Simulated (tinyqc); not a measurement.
# Capacitances against the distance to each plane

Endless row of lines of width wl, height tl and space sl between grounded planes at distance hd; e2 fills the gaps beside the lines, e1 the rest. Laplace's equation is solved on meshes of 3, 6 and 12 steps per unit u and extrapolated (Aitken), which is good to about 0.2 %. C_even (all lines at 1 V) is the capacitance Cg to the planes; C_odd (neighbours in antiphase) = Cg + 4 Cc if only nearest neighbours couple, which defines Cc; total with quiet neighbours Cg + 2 Cc. Plate values 2 eps0 e1 wl/hd and eps0 e2 tl/sl.

Inputs (values chosen for the exercise): relative permittivity above and below the lines e1 = 2.4; relative permittivity between the lines e2 = 2.7; line width, in units u wl = 4 u; line height tl = 12 u; space between lines sl = 4 u.

Constants: eps0 = 8.8541878128e-12 F/m. Results are converted to the units shown.

The same in every row: plate Cc (aF/um) = 71.7.

Result of one run:
columns A: hd (u); B: Cg (aF/um); C: Cc (aF/um); D: Cg + 2 Cc (aF/um); E: C_odd (aF/um); F: plate Cg (aF/um); G: share of coupling, 2 Cc/(Cg + 2 Cc) (%)
```
A    B     C    D    E     F     G
2  148  68.0  284  420  85.0  47.9
```

What becomes of these results when the distance to each plane hd is changed from 2 to 6 u, all else the same?

Result of the changed run:
columns A: hd (u); B: Cg (aF/um); C: Cc (aF/um); D: Cg + 2 Cc (aF/um); E: C_odd (aF/um); F: plate Cg (aF/um); G: share of coupling, 2 Cc/(Cg + 2 Cc) (%)
```
A     B     C    D    E     F     G
6  53.9  81.0  216  378  28.3  75.0
```

The whole series:
columns A: hd (u); B: Cg (aF/um); C: Cc (aF/um); D: Cg + 2 Cc (aF/um); E: C_odd (aF/um); F: plate Cg (aF/um); G: share of coupling, 2 Cc/(Cg + 2 Cc) (%)
```
A      B     C    D    E     F     G
2    148  68.0  284  420  85.0  47.9
3    103  72.7  248  394  56.7  58.6
4   78.9  76.2  231  384  42.5  65.9
5   64.0  78.9  222  380  34.0  71.1
6   53.9  81.0  216  378  28.3  75.0
8   40.9  83.9  209  377  21.3  80.4
10  33.0  85.8  205  376  17.0  83.9
```

As hd goes from 2 to 10, Cg falls from 148 to 33.0 aF/um, Cc rises from 68.0 to 85.8 aF/um and the share of coupling rises from 47.9 to 83.9 %. Cg is 1.74 times its plate value in the first row and 1.94 times in the last; for Cc the ratios are 0.948 and 1.20. Neighbours in antiphase raise the load by a factor of 1.48 and 1.84 over quiet ones. For hd = 8, 10 the planes are farther than 0.8 of the pitch, so second neighbours couple too and Cg + 2 Cc understates the quiet load by a per cent or more.

Program tinyqc, `OMP_NUM_THREADS=1 python tinyqc.py 2790156 2790157 out.jsonl`; Intel Xeon 2.30GHz, shared host, one thread, about 1 s.
